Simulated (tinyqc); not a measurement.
Energy and delay of logic against supply voltage: one step of the calculation.

One expression serves below and above threshold: I(Vg) = Ik [ln(1 + exp((Vg - VT + dd V)/(al nf Vt)))]^al, with I_on = I(V) and I_off = I(0). Gate delay td = kd C V/I_on, clock period LD td. Per gate and cycle the switching energy is act C V^2 and the leakage energy I_off V LD td. No short-circuit current, no variation. Minima are sought above 0.09 V; below a few Vt gates no longer switch and the model has no meaning.

Task. New V. Minimum-energy supply: E(V) is the energy per gate and cycle; with h = 0.001 V, E' = (E(V + h) - E(V - h))/(2 h), E'' = (E(V - h) - 2 E(V) + E(V + h))/h^2, V(new) = V - E'/E''.

Parameters, values chosen for the exercise; values of the order met in logic technologies: temperature T = 250 K; threshold voltage at zero drain bias VT = 0.36 V; slope factor nf = 1.38; barrier lowering per volt of supply dd = 0.03; specific current of a gate Ik = 1.1 uA; exponent of the current law al = 1.34; load capacitance of a gate C = 0.46 fF; delay factor kd = 0.7; logic depth LD = 20; activity factor act = 0.05.

Constants: q = 1.602176634e-19 C, kB = 1.380649e-23 J/K, Vt = kB T/q. Results are converted to the units shown.

V after iteration 1 = 0.18658888 V

Give: E'; E''; V after iteration 2.

Result.

E' = -1.0677 aJ/V
E'' = 243.01 aJ/V^2
V after iteration 2 = 0.19098 V

tinyqc, about 0.01 s, one thread, Intel Xeon 2.30GHz (shared host): `OMP_NUM_THREADS=1 python tinyqc.py 2082059 2082060 out.jsonl`
